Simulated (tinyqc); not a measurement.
Mass anisotropy: shallow donor in an anisotropic valley (effective-mass theory).

One valley: H = -c [(d2/dx2 + d2/dy2)/mt + (d2/dz2)/ml] - q/(eps r), c = hbar^2/2m0, q = e^2/(4 pi eps0). Trial function exp(-sqrt((x^2 + y^2)/a^2 + z^2/b^2)) with a > b: T = (c/3)(2/(mt a^2) + 1/(ml b^2)), V = -(q/eps) atan(u/b)/u, u = sqrt(a^2 - b^2). The central cell of the impurity is left out.

Constants: hbar^2/2m0 = 3.80998211 eV angstrom^2; e^2/(4 pi eps0) = 14.39964547 eV angstrom; Ry = 13.60569312 eV; a0 (Bohr radius) = 0.5291772105 angstrom.

Inputs chosen for the exercise (out of a larger set: near those of AlAs; not measured data): mt = 0.186 m0 (transverse mass); eps = 10.4 (dielectric constant); xs = (1.3, 2.3, 3.6, 6.2, 8.7, 22, 41, 300) (ratios ml/mt).

mt and eps fixed, ml varied. Energies in units of Ry*(mt) = Ry mt/eps^2 and lengths in a*(mt) = a0 eps/mt; the last two columns use one mass, 3/(1/ml + 2/mt) or (ml mt^2)^(1/3).

Results:

| ml/mt | a/a* | b/a | binding | conductivity mass | density-of-states mass |
|---|---|---|---|---|---|
| 1.30 | 0.947 | 0.911 | 1.089 | 1.083 | 1.091 |
| 2.30 | 0.848 | 0.744 | 1.292 | 1.232 | 1.320 |
| 3.60 | 0.784 | 0.636 | 1.457 | 1.317 | 1.533 |
| 6.20 | 0.720 | 0.526 | 1.660 | 1.388 | 1.837 |
| 8.70 | 0.686 | 0.468 | 1.787 | 1.418 | 2.057 |
| 22.0 | 0.613 | 0.340 | 2.123 | 1.467 | 2.802 |
| 41.0 | 0.576 | 0.274 | 2.333 | 1.482 | 3.448 |
| 300 | 0.501 | 0.140 | 2.885 | 1.498 | 6.694 |

What does the comparison show?

The binding grows from 1.09 to 2.88 Ry*(mt); for ml going to infinity the exact problem becomes two-dimensional, with 4 Ry*. The conductivity mass saturates at 1.5 and underbinds, by 16 % at ml/mt = 6.2; the density-of-states mass errs by +11 % there and by +132 % in the last row. With these mt and eps one unit is 23.40 meV.

Run: tinyqc, `OMP_NUM_THREADS=1 python tinyqc.py 1250236 1250237 out.jsonl`; Intel(R) Xeon(R) Processor @ 2.30GHz, one thread, shared host; about 0.01 s of CPU time with all checks.
